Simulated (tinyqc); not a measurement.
From results back to parameters: Lorentz oscillators and the Kramers-Kronig relations. Three cases, with inputs chosen for the exercise.

Problem. Below the gap a single undamped oscillator gives n^2 - 1 = Eo Ed/(Eo^2 - E^2) (Wemple-DiDomenico). Two refractive indices were computed from hidden Eo and Ed.

Case 1.

Values chosen (out of a larger set: line positions loosely like those of GaAs; Lorentz tails absorb below the gap, where the real solid is clear; not measured data): Ea = 0.86 eV; Eb = 2.55 eV.

n(Ea) = 2.885139
n(Eb) = 3.304747

Case 2.

Values chosen: Ea = 0.96 eV; Eb = 2.03 eV.
n(Ea) = 1.423403
n(Eb) = 1.436584

Case 3.

Values chosen: Ea = 1.14 eV; Eb = 2.31 eV.
n(Ea) = 1.343558
n(Eb) = 1.350767

Find: Eo; Ed; n at E = 0.
Solution. 1/(n^2 - 1) = Eo/Ed - E^2/(Eo Ed) is a straight line in E^2: slope -1/(Eo Ed), intercept Eo/Ed.

Case 1.

Eo = 4.77 eV
Ed = 33.8 eV
n at E = 0 = 2.844

Case 2.

Eo = 9.55 eV
Ed = 9.7 eV
n at E = 0 = 1.420

Case 3.

Eo = 13.14 eV
Ed = 10.5 eV
n at E = 0 = 1.341

Computed by tinyqc, one run a case: `OMP_NUM_THREADS=1 python tinyqc.py N N+1 out.jsonl` with N = 1680034, 1680043, 1680116; one thread of a shared Intel(R) Xeon(R) Processor @ 2.30GHz, about 0.2 s a run at most.
